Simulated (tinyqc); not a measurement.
# Electroplating on a thin resistive seed layer: kinetics, Wagner number and the terminal effect across a wafer, step by step

A worked calculation. Computed by tinyqc, a small Python program that keeps every step. Command: `OMP_NUM_THREADS=1 python tinyqc.py 3120758 3120759 out.jsonl terminal walk`. One thread of a shared host (Intel(R) Xeon(R) Processor @ 2.30GHz), about 0.02 s of CPU time with the checks. Intermediate numbers are printed to about 7 digits and carried at full precision; extremes and crossings named in words are read from the listed rows.

Current enters the seed at the rim. The bath is treated as a local resistance per area (no lateral flow in the liquid), two electrons per ion, molar volume 7.11 cm^3/mol, Faraday constant F = e N_A, kinematic viscosity 0.01 cm^2/s, omega = 2 pi x rpm/60; k_B T/e is in volts.

Inputs (values chosen for the exercise, of the order of those for copper plating from an acid sulfate bath):
```
quantity                             value         unit
wafer radius R                          15           cm
seed thickness t                       110           nm
seed resistivity                        15  microohm cm
bath conductivity kappa               0.18         S/cm
gap to the anode h                     3.9           cm
extra resistance of a porous plate       0     ohm cm^2
exchange current density i_0          0.14      mA/cm^2
cathodic transfer coefficient alpha   0.43            -
mean current density                    16      mA/cm^2
diffusivity of the metal ion         4e-06       cm^2/s
metal ion concentration               0.45        mol/L
rotation rate                           60          rpm
temperature T                          298            K
```

Constants: e = 1.602176634e-19 C; N_A = 6.02214076e+23 1/mol; k_B = 8.617333262e-05 eV/K.

## Rate, limit and resistances

Growth rate = i V_m/(2 F). Levich limit i_L = 0.62 x 2 F D^(2/3) omega^(1/2) nu^(-1/6) c. Tafel overpotential eta = (k_B T/(alpha e)) ln(i/i_0); kinetic resistance k_B T/(alpha e i); bath resistance h/kappa + plate; R_s = resistivity/t; Wagner number = kinetic resistance x kappa/R.

growth rate = 353.7118 nm/min

limiting current i_L = 73.26425 mA/cm^2

overpotential = 282.9958 mV

kinetic resistance = 3.732508 ohm cm^2

bath resistance R_b = 21.66667 ohm cm^2

sheet resistance R_s = 1.363636 ohm/square

Wagner number = 0.04479009

## Linear estimate of the terminal effect

Linearised: with R_t = kinetic + bath resistance the current density obeys (1/r)(r i')' = i R_s/R_t, so i = A I_0(r/l), l = sqrt(R_t/R_s); with x = R/l, edge/centre = I_0(x) and edge/mean = x I_0(x)/(2 I_1(x)). Voltage drop in the seed for a uniform current: i R_s R^2/4.

length l = 4.315792 cm

x = R/l = 3.475608

edge over centre, linear = 7.228484

edge over mean, linear = 2.069259

drop for uniform current = 1227.273 mV

## Current distribution

Full model: seed potential phi(r) with (1/r)(r phi')' = R_s i, where i solves phi = R_b i + (k_B T/(alpha e)) ln(i/i_0) (phi being the driving voltage left at r); phi'(0) = 0 and phi'(R) = R_s i_mean R/2. Solved by collocation to a tolerance of 1e-7.

Across the wafer:
```
r/R   i (mA/cm^2)    i/mean  i/mean, linear
0.00      5.06009  0.316256        0.286265
0.20      5.54241  0.346401        0.321903
0.40      7.22596  0.451623        0.442220
0.60     10.94044  0.683777        0.693020
0.75     16.09979  1.006237        1.022480
0.90     24.78897  1.549311        1.550802
1.00     33.64794  2.102996        2.069259
```

edge over centre, full model = 6.649667

The full model gives 6.65 against 7.23 from the linear form.

## As the film thickens, and with more bath resistance

The film is taken as uniform, with the seed resistivity; the last column adds 100 ohm cm^2 to R_b. Extra power of that plate = i^2 x 100 ohm cm^2 x area.

Edge over centre:
```
thickness (nm)  R_s (ohm/square)  as given  with 100 ohm cm^2 more
110                     1.363636  6.649667                1.711042
165                     0.909091  4.135303                1.451067
220                     0.681818  3.126561                1.329942
330                     0.454545  2.273900                1.214498
550                     0.272727  1.698192                1.126123
1100                    0.136364  1.325168                1.062109
2200                    0.068182  1.156744                1.030819
```

extra power = 18.09557 W

The ratio falls below 1.1 in none of these rows as given, and from 1100 nm on with the added resistance: what counts is R_s R^2 against the sum of kinetic and bath resistance.

Checks made by the program: mean of the distribution (relative difference 3e-07).
